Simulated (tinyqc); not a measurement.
# Fully depleted semiconductor-on-insulator film with two gates, non-linear Poisson equation by Newton steps: threshold and coupling against the insulator thickness

One dimension across the film, front interface at x = 0, back interface at x = ts. psi is counted from the intrinsic level, n = ni exp(psi/Vt) (source grounded), holes neglected, acceptors ionised. Gates act through Cox = eps0 eox/tox and Cbox = 3.9 eps0/tb with potentials G1 = Vg - (phiM - chi - Vt ln(Nc/ni)) and G2 = Vb - (phiB - chi - Vt ln(Nc/ni)). Classical Boltzmann densities, no interface charge, no depletion in the back plane.

ni = sqrt(Nc Nv) exp(-Eg/(2 Vt)), Eg in volts. The Poisson equation eps0 eps_r d2psi/dx2 = q (n + Na), with -eps0 eps_r dpsi/dx = Cox (G1 - psi) at x = 0 and eps0 eps_r dpsi/dx = Cbox (G2 - psi) at x = ts, is solved on 300 equal intervals with half boxes at both ends; N_inv is the trapezoid sum of n. VT is the Vg for N_inv = 1e11 cm^-2; -dVT/dVb from the linearised equation. Limits with Cs = eps0 eps_r/ts: front channel Cs Cbox/(Cox (Cs + Cbox)), back channel Cbox (Cox + Cs)/(Cox Cs). Swing at N_inv = 1e8 cm^-2.

Inputs (values chosen for the exercise); band and dielectric values close to those of germanium:
```
symbol,value,unit,meaning
T,250,K,temperature
Eg,0.66,eV,band gap
eps_r,16.1,,relative permittivity
Nc,7.99e18,cm^-3,conduction-band density of states at T
Nv,4.53e18,cm^-3,valence-band density of states at T
chi,4.07,eV,electron affinity
eox,3.9,,relative permittivity of the gate insulator (close to silicon dioxide)
ts,26,nm,film thickness
tb,16,nm,buried-oxide thickness (eps_r 3.9)
Na,2.1e17,cm^-3,acceptor density of the film
phiM,4.19,eV,work function of the front gate
phiB,4.68,eV,work function of the back plane
Vb,0.4,V,back-gate voltage
```

Constants: q = 1.602176634e-19 C, kB = 1.380649e-23 J/K, Vt = kB T/q, eps0 = 8.8541878128e-14 F/cm where lengths are in cm. Results are converted to the units shown.

The same in every row: centroid/ts at VT = 0.162.

Result of one run:
```
VT (V)  -dVT/dVb  front-channel limit  back-channel limit  swing (mV/decade)
0.260      0.354                0.292               0.800               69.6
```

Which insulator thickness tox gave this result: 2.3, 4.6, 6.5 or 9.2 nm?

tox = 6.5 nm.

The whole series:
```
tox (nm)  VT (V)  -dVT/dVb  front-channel limit  back-channel limit  swing (mV/decade)
1.1       0.0846    0.0980               0.0493               0.462               56.5
1.6        0.101     0.122               0.0718               0.494               57.7
2.3        0.123     0.155                0.103               0.537               59.4
3.3        0.156     0.202                0.148               0.600               61.9
4.6        0.198     0.264                0.206               0.681               65.0
6.5        0.260     0.354                0.292               0.800               69.6
9.2        0.347     0.482                0.413               0.969               76.2
```

As tox goes from 1.1 to 9.2, VT rises from 0.0846 to 0.347 V, the centroid stays near 0.162 of ts and -dVT/dVb rises from 0.0980 to 0.482. The coupling covers 11.8 % of the way from the front-channel to the back-channel limit in the first row and 12.6 % in the last.

Numbers from tinyqc (`OMP_NUM_THREADS=1 python tinyqc.py 2190044 2190045 out.jsonl`; about 0.3 s on one thread of a shared Intel Xeon 2.30GHz).
